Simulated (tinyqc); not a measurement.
Strained Delta valleys, repopulation and conductivity mass: effect of the temperature.

A cubic crystal with three pairs of conduction valleys along x, y and z under uniaxial stress X along [110] (X > 0 is tension); current along [100]. Non-degenerate electrons, fixed total density, one relaxation time for all valleys and stresses, masses unchanged by strain, so the mobility goes as the mean inverse mass.

Stress s_ij = X a_i a_j with a the unit vector along [110]; strain e_ii = s11 s_ii + s12 (s_jj + s_kk), e_ij = s44 s_ij/2. Valley shift dE = Xu (n.e.n - trace(e)/3) with n the valley axis; share f proportional to exp(-dE/Vt). Inverse mass along the current d = [100]: (n.d)^2/ml + (1 - (n.d)^2)/mt; mu/mu0 = sum f (1/m) over the plain mean of 1/m. pi is the small-stress slope -d(mu/mu0)/dX; each row is against the unstrained crystal at the same T.

Parameters, values chosen for the exercise; values close to those of silicon: compliance s11 = 7.65 1/TPa; compliance s12 = -2.08 1/TPa; compliance s44 = 12.7 1/TPa; shear deformation potential Xu = 8.84 eV; longitudinal mass ml = 0.88 m0; transverse mass mt = 0.193 m0; uniaxial stress (tension positive) X = -100 MPa.

Constants: q = 1.602176634e-19 C, kB = 1.380649e-23 J/K, Vt = kB T/q. Results are converted to the units shown.

Results:
```
T (K)	splitting/Vt	mu/mu0	pi (1e-11 1/Pa)
77	0.6481	0.9335	-76.00
120	0.4159	0.9550	-48.77
180	0.2773	0.9691	-32.51
240	0.2079	0.9765	-24.38
300	0.1664	0.9811	-19.51
460	0.1085	0.9875	-12.72
```

Estimate the missing row, T = 380 K.

Computed row:
```
T (K)	splitting/Vt	mu/mu0	pi (1e-11 1/Pa)
380	0.1313	0.9850	-15.40
```

With this row back in the table: The ratio mu/mu0 rises from 0.933 to 0.988, and pi goes as 1/T, from -76.0 to -12.7.

Range of the model: Shear strain also changes the transverse masses of these valleys, which is left out.

Numbers from tinyqc (`OMP_NUM_THREADS=1 python tinyqc.py 2530138 2530139 out.jsonl`; about 0.01 s on one thread of a shared Intel Xeon 2.30GHz).
